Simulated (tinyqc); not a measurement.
Two-mode optical phonons of a ternary alloy from two coupled oscillators. From upper LO mode back to fraction x of A. Computed by tinyqc, a small Python program. Command: `OMP_NUM_THREADS=1 python tinyqc.py 3009989 3009990 out.jsonl twomode inv`. One thread of a shared host (Intel(R) Xeon(R) Processor @ 2.30GHz), about 0.02 s of CPU time with the checks.

An alloy A(x)B(1-x)C has an A-C and a B-C bond oscillator. Each TO frequency moves linearly from the impurity mode (dilute end) to the TO of the pure crystal; each strength is proportional to the number of bonds.

Inputs (values chosen for the exercise, modelled on Al(x)Ga(1-x)As, with A-C the AlAs-like and B-C the GaAs-like bond):
```
quantity                  value  unit
omega_TO of pure AC       362.9  1/cm
omega_LO of pure AC       405.4  1/cm
omega_TO of pure BC       266.1  1/cm
omega_LO of pure BC       293.5  1/cm
eps_inf of AC              8.32     -
eps_inf of BC              10.6     -
impurity mode of A in BC  354.5  1/cm
impurity mode of B in AC  253.1  1/cm
```

Method:
- omega_1 = (impurity mode of A) + x (omega_TO,AC - impurity mode of A); omega_2 = (impurity mode of B) + (1 - x)(omega_TO,BC - impurity mode of B); eps_inf = x eps_AC + (1 - x) eps_BC; strengths W_1 = x eps_AC (omega_LO,AC^2 - omega_TO,AC^2), W_2 = (1 - x) eps_BC (omega_LO,BC^2 - omega_TO,BC^2).
- eps(omega) = eps_inf + W_1/(omega_1^2 - omega^2) + W_2/(omega_2^2 - omega^2) = 0 is the eigenproblem of the matrix [[omega_1^2 + W_1/eps_inf, sqrt(W_1 W_2)/eps_inf], [sqrt(W_1 W_2)/eps_inf, omega_2^2 + W_2/eps_inf]] for omega_LO^2.
- Uncoupled values keep the diagonal alone. eps_s = eps_inf + W_1/omega_1^2 + W_2/omega_2^2.

Question. A run gave the result below. Find the fraction x of A, known to lie between 0.62 and 0.96.

upper LO mode = 396.6523 1/cm

Answer.

Each step takes the trial c = (a f_b - b f_a)/(f_b - f_a), f being the result less the target and a, b, c the logarithms of the listed values; c replaces end b, the old b replaces a if the sign of f changed, and otherwise f_a is halved.

Scan of the range:
```
fraction x of A  upper LO mode (1/cm)
0.620                         386.454
0.667                         388.767
0.717                         391.233
0.771                         393.904
0.830                         396.837
0.893                         399.988
0.960                         403.367
```

False position (Illinois rule, in the logarithm of the input) inside the bracket:
```
step     end a     end b     trial  upper LO mode (1/cm)
1     0.771000  0.830000  0.826160               396.645
2     0.830000  0.826160  0.826299               396.652
3     0.830000  0.826299  0.826300               396.652
4     0.826299  0.826300  0.826299               396.652
```

Upper LO mode rises at every point of a 13-point scan of the range (every second point is shown), so one value fits; it is bracketed by 0.771 and 0.830. Answer: fraction x of A = 0.8263.
